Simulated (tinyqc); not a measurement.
# Junction parameters from two forward currents

Inverse problem. D(v) = J1 (exp(v/Vt) - 1) + J2 (exp(v/(2 Vt)) - 1). Find J1, J2 and the voltage 2 Vt ln(J2/J1) near which both parts are equal.

Parameters, values chosen for the exercise:

| symbol | value | unit | meaning |
|---|---|---|---|
| T | 300 | K | temperature |

Constants: q = 1.602176634e-19 C, kB = 1.380649e-23 J/K, Vt = kB T/q. Results are converted to the units shown.

junction voltages (V): 0.34  0.64
currents (uA/um): 1.2083301e-6  0.0071519468

Solution. The current is linear in J1 and J2, so two points give two equations.

J1 = 1.200e-13 uA/um
J2 = 1.600e-9 uA/um
crossover = 0.4911 V

Numbers from tinyqc (`OMP_NUM_THREADS=1 python tinyqc.py 2182156 2182157 out.jsonl`; about 0.2 s on one thread of a shared Intel Xeon 2.30GHz).
